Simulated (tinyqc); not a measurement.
From results to parameters: Luttinger model of the valence bands. Computed by the program tinyqc.

Problem. In the four-band Luttinger model 1/m = g1 -/+ 2 g2 along [100] and g1 -/+ 2 g3 along [111]. Find g1, g2, g3 and the light hole mass along [111].

heavy and light hole masses along [100] (electron masses): 0.227790  0.079681
heavy hole mass along [111] = 0.355872 electron masses

Solution. The mean of the two inverse masses along [100] is g1 and a quarter of their difference is g2; g3 = (g1 - 1/m_hh[111])/2.

g1, g2, g3: 8.4700  2.0400  2.8300
light hole mass along [111] = 0.071 electron masses
